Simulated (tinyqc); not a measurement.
# Single-junction solar cell, detailed-balance limit: several studies

Every photon above the gap Eg makes one pair and none below is absorbed; carriers thermalise at T and move without loss. Jsc = q fs X Phi(Eg, Ts); the dark current is J0 = q ge Phi(Eg, T)/ERE with the Boltzmann factor exp(V/Vt). The efficiency is the electrical power over fs X sigma Ts^4.

Values chosen for this exercise: cell temperature T = 320 K; temperature of the black-body sun Ts = 5760 K; share of the hemisphere filled by the sun fs = 2.16e-5; concentration X = 100; external radiative efficiency ERE = 0.3; number of faces that emit ge = 1; band gap Eg = 1.58 eV.

Constants: q = 1.602176634e-19 C, kB = 1.380649e-23 J/K, h = 6.62607015e-34 J s, c = 299792458 m/s, Vt = kB T/q. Results are converted to the units shown.

Each table varies one quantity; the others keep the values above.

## Effect of the external radiative efficiency

Photon flux above E from a black body at temperature T into a hemisphere: Phi(E, T) = A sum_k exp(-k E/th)[E^2 th/k + 2 E th^2/k^2 + 2 th^3/k^3], k = 1, 2, ..., with th = kB T/q in eV and A = 2 pi q^3/(h^3 c^2). J(V) = Jsc - J0 (exp(V/Vt) - 1); Voc = Vt ln(1 + Jsc/J0); at maximum power v = Vmp/Vt solves (1 + v) exp(v) = 1 + Jsc/J0. Pin = fs X sigma Ts^4, sigma = 2 pi^5 kB^4/(15 h^3 c^2). FF = Vmp Jmp/(Voc Jsc).

The same in every row: Jsc (mA/cm^2) = 3258.4.

Effect of the external radiative efficiency:

| ERE | Voc (V) | Eg/q - Voc (V) | FF | efficiency (%) |
|---|---|---|---|---|
| 1e-6 | 1.0378 | 0.54222 | 0.87966 | 22.063 |
| 1e-5 | 1.1013 | 0.47873 | 0.88500 | 23.555 |
| 0.0001 | 1.1648 | 0.41523 | 0.88985 | 25.050 |
| 0.001 | 1.2283 | 0.35174 | 0.89428 | 26.547 |
| 0.01 | 1.2918 | 0.28824 | 0.89833 | 28.046 |
| 0.1 | 1.3553 | 0.22475 | 0.90205 | 29.546 |
| 1 | 1.4187 | 0.16125 | 0.90549 | 31.048 |

As ERE goes from 1e-6 to 1, Jsc stays at 3260 mA/cm^2, Voc rises from 1.04 to 1.42 V and the efficiency rises from 22.1 to 31.0 %. Each decade of ERE is worth 63.5 mV (Vt ln 10). At ERE = 1 Voc lies within 6 Vt of the gap, where the Boltzmann form of the emission begins to fail.

## Effect of the temperature of the black-body sun

Same model as above.

FF = Vmp Jmp/(Voc Jsc).

Effect of the temperature of the black-body sun:

| Ts (K) | Jsc (mA/cm^2) | Voc (V) | Eg/q - Voc (V) | FF | efficiency (%) |
|---|---|---|---|---|---|
| 3000 | 67.63 | 1.279 | 0.3013 | 0.8975 | 7.823 |
| 3700 | 285.7 | 1.318 | 0.2616 | 0.8999 | 14.76 |
| 4400 | 805.3 | 1.347 | 0.2330 | 0.9016 | 21.30 |
| 5100 | 1782 | 1.369 | 0.2111 | 0.9028 | 26.58 |
| 5800 | 3368 | 1.386 | 0.1935 | 0.9038 | 30.45 |
| 6500 | 5709 | 1.401 | 0.1790 | 0.9046 | 33.09 |
| 7200 | 8942 | 1.413 | 0.1666 | 0.9052 | 34.76 |
| 7900 | 1.320e4 | 1.424 | 0.1559 | 0.9058 | 35.68 |

What does the table show?

As Ts goes from 3000 to 7900 K, Jsc rises from 67.6 to 13200 mA/cm^2, Voc rises from 1.28 to 1.42 V and the efficiency rises from 7.82 to 35.7 %. At Ts = 7900 K Voc lies within 6 Vt of the gap, where the Boltzmann form of the emission begins to fail.

## Effect of the concentration

Same model as above.

FF = Vmp Jmp/(Voc Jsc).

Effect of the concentration:

| X | Jsc (mA/cm^2) | Voc (V) | Eg/q - Voc (V) | FF | efficiency (%) |
|---|---|---|---|---|---|
| 1 | 32.58 | 1.259 | 0.3214 | 0.8963 | 27.26 |
| 3 | 97.75 | 1.289 | 0.2911 | 0.8981 | 27.98 |
| 10 | 325.8 | 1.322 | 0.2579 | 0.9001 | 28.76 |
| 30 | 977.5 | 1.352 | 0.2277 | 0.9019 | 29.48 |
| 100 | 3258 | 1.386 | 0.1945 | 0.9037 | 30.26 |
| 300 | 9775 | 1.416 | 0.1642 | 0.9053 | 30.98 |
| 1000 | 3.258e4 | 1.449 | 0.1310 | 0.9070 | 31.77 |
| 3000 | 9.775e4 | 1.479 | 0.1007 | 0.9085 | 32.48 |

What does the comparison show?

As X goes from 1 to 3000, Jsc rises from 32.6 to 97800 mA/cm^2, Voc rises from 1.26 to 1.48 V and the efficiency rises from 27.3 to 32.5 %. Voc gains 63.5 mV a decade of concentration (Vt ln 10), while Jsc/Pin stays the same. For X = 300 to 3000 Voc lies within 6 Vt of the gap, where the Boltzmann form of the emission begins to fail. For X = 1000 to 3000 the current passes 20 A/cm^2, where series resistance and heating, left out here, would dominate.

Computed by the program tinyqc: `OMP_NUM_THREADS=1 python tinyqc.py 2820030 2820031 out.jsonl`, one thread of a shared Intel Xeon 2.30GHz, about 0.01 s for the whole run.
